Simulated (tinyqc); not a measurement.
## Thickness from the transmission

Question. A dielectric of barrier phi1 and mass m1 carries the voltage V, so U = phi1 - V x/t1. At E = 0 the WKB exponent is S = (4 t1/(3 V)) sqrt(m1/C) [phi1^1.5 - max(phi1 - V, 0)^1.5], C = hbar^2/(2 m0), and T = exp(-S). Find S, t1 and the field.

Values chosen for this exercise: barrier of layer 1 above the emitter Fermi level at zero bias phi1 = 2.02 eV; tunnelling mass of layer 1 m1 = 0.48 m0; voltage across the dielectric V = 0.8 V.

Constants: q = 1.602176634e-19 C, hbar = 1.054571817e-34 J s, m0 = 9.1093837015e-31 kg, hbar^2/(2 m0) = 0.0380998212 eV nm^2. Results are converted to the units shown.

T at E = 0 = 2.2197995e-7

Solution. At fixed V the exponent is proportional to t1.

S = 15.32
t1 = 1.700 nm
field = 4.706 MV/cm

Computed by the program tinyqc: `OMP_NUM_THREADS=1 python tinyqc.py 2540028 2540029 out.jsonl`, one thread of a shared Intel Xeon 2.30GHz, about 0.02 s for the whole run.
